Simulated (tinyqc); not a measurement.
From results back to parameters: Koster-Slater impurity in an sp3s* host.

Problem. In the Koster-Slater model a defect shifts the s level of its site by Vs and the p levels by Vp; an A1 level solves 1/Vs = G_s(E) and a T2 level 1/Vp = G_p(E), E from the top of the valence band. A defect has an A1 level at E = 0.5860 eV, one of the energies of the table, and a T2 level at 0.9767 eV.

G(E) of the host (1/eV):
```
E (eV)         G_s         G_p
0.0000   0.0301056   0.2385821
0.1953   0.0220098   0.1767885
0.3907   0.0128325   0.1403882
0.5860   0.0020414   0.1119767
0.7814  -0.0111714   0.0872045
0.9767  -0.0281629   0.0638485
1.1720  -0.0514781   0.0400679
1.3674  -0.0867132   0.0134328
1.5627  -0.1509733  -0.0214509
```

Find: Vs, Vp.

Solution. Read G_s and G_p at the two energies and invert them. Vs is repulsive and pushes its level up from the valence bands. Vp is repulsive and pushes its level up from the valence bands.

Vs, Vp (eV): 489.9  15.7

Computed by tinyqc, a small Python program: `OMP_NUM_THREADS=1 python tinyqc.py 1481193 1481194 out.jsonl` (the numbers bound the seed that draws the inputs); one thread of a shared host (Intel(R) Xeon(R) Processor @ 2.30GHz), about 0.09 s for the whole set of steps.
